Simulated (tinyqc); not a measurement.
Carrier statistics of a doped semiconductor with parabolic bands, step by step. Values are carried at full precision from step to step, so a last printed digit may differ when a step is redone from the rounded ones.

Constants: kB = 8.617333262e-05 eV/K; hbar^2/2m0 = 3.80998211 eV angstrom^2.

Parameters, chosen for this exercise (near those of SiC; not measured data): Eg0 = 3.252 eV (gap at 0 K); al = 0.000653 eV/K (Varshni alpha); be = 1327 K (Varshni beta); T = 500 K; ml = 0.333 m0 (longitudinal electron mass); mt = 0.424 m0 (transverse electron mass); Mv = 3 (equivalent valleys); mhh = 0.998 m0 (heavy-hole mass); mlh = 0.439 m0 (light-hole mass); ND = 1.3e+16 1/cm^3 (donors); NA = 6.6e+15 1/cm^3 (acceptors); ED = 0.061 eV (donor level below Ec); EA = 0.199 eV (acceptor level above Ev).

## Gap and thermal energy

Eg(T) = Eg0 - al T^2/(T + be) (Varshni).

Eg = 3.16265 eV
kT = 0.043087 eV

The gap has shrunk by 89.4 meV from 0 K and is 73.4 kT wide.

## Effective densities of states

m_de = Mv^(2/3) (ml mt^2)^(1/3); m_dh = (mhh^(3/2) + mlh^(3/2))^(2/3); N = 2 (m kB T/(4 pi c))^(3/2) with c = hbar^2/2m0, in 1/angstrom^3; times 1e24 for 1/cm^3.

m_de = 0.8137 m0
m_dh = 1.1837 m0
Nc = 3.9633e+19 1/cm^3
Nv = 6.9537e+19 1/cm^3

The light holes supply 22.6 % of Nv, and Nc/Nv = 0.57.

## Intrinsic density and level

With Boltzmann statistics ni = sqrt(Nc Nv) exp(-Eg/2kT) and Ei = Eg/2 + (kT/2) ln(Nv/Nc), counted from Ev.

ni = 6.04e+03 1/cm^3
Ei = 1.5934 eV

Ei lies 12.1 meV above midgap, towards the band with the smaller density of states.

## Neutrality by bisection

Energies are counted from Ev, so Ec = Eg. n = Nc F_1/2((EF - Eg)/kT), p = Nv F_1/2(-EF/kT), ND+ = ND/(1 + 2 exp((EF - Eg + ED)/kT)), NA- = NA/(1 + 4 exp((EA - EF)/kT)); neutrality asks p + ND+ = n + NA-. F_j(eta) = (1/Gamma(j + 1)) integral_0^infinity x^j dx/(1 + exp(x - eta)), which tends to exp(eta) for eta << 0.

Start from the bracket [-0.2 eV, Eg + 0.2 eV]; at the midpoint EF take the sign of p + ND+ - n - NA-; where it is positive EF must rise. Fourteen steps are shown.

Bisection (eV, 1/cm^3):
```
step       low     high       EF         n         p       ND+       NA-  sign
1     -0.20000  3.36265  1.58132  4.56e+03  8.00e+03  1.30e+16  6.60e+15     +
2      1.58132  3.36265  2.47198  4.33e+12  8.43e-06  1.30e+16  6.60e+15     +
3      2.47198  3.36265  2.91732  1.33e+17  2.74e-10  1.26e+16  6.60e+15     -
4      2.47198  2.91732  2.69465  7.60e+14  4.80e-08  1.30e+16  6.60e+15     +
5      2.69465  2.91732  2.80598  1.01e+16  3.62e-09  1.30e+16  6.60e+15     -
6      2.69465  2.80598  2.75032  2.77e+15  1.32e-08  1.30e+16  6.60e+15     +
7      2.75032  2.80598  2.77815  5.28e+15  6.91e-09  1.30e+16  6.60e+15     +
8      2.77815  2.80598  2.79207  7.29e+15  5.01e-09  1.30e+16  6.60e+15     -
9      2.77815  2.79207  2.78511  6.20e+15  5.88e-09  1.30e+16  6.60e+15     +
10     2.78511  2.79207  2.78859  6.72e+15  5.43e-09  1.30e+16  6.60e+15     -
11     2.78511  2.78859  2.78685  6.46e+15  5.65e-09  1.30e+16  6.60e+15     -
12     2.78511  2.78685  2.78598  6.33e+15  5.77e-09  1.30e+16  6.60e+15     +
13     2.78598  2.78685  2.78641  6.39e+15  5.71e-09  1.30e+16  6.60e+15     -
14     2.78598  2.78641  2.78619  6.36e+15  5.74e-09  1.30e+16  6.60e+15     +
```

Each step halves the bracket, which is 0.435 meV wide at the last row.

## The neutral state

Solve the neutrality condition for EF to convergence.

EF = 2.7863 eV
n = 6.38e+15 1/cm^3
p = 5.72e-09 1/cm^3
ND+ = 1.30e+16 1/cm^3
NA- = 6.60e+15 1/cm^3

The material is n-type; 99.9 % of the donors are ionised. EF lies 8.73 kT inside the gap from the conduction edge, so Boltzmann statistics would serve; n p/(Nc Nv exp(-Eg/kT)) = 1.000.

## Checks

- F_1/2(1) by the trapezoid rule against adaptive quadrature: both 1.575641.
- Positive against negative charge at the solution (1/cm^3): both 1.29828e+16.

(tinyqc, `OMP_NUM_THREADS=1 python tinyqc.py 1682390 1682391 out.jsonl`, Intel(R) Xeon(R) Processor @ 2.30GHz, 1 thread, shared host, about 0.01 s.)
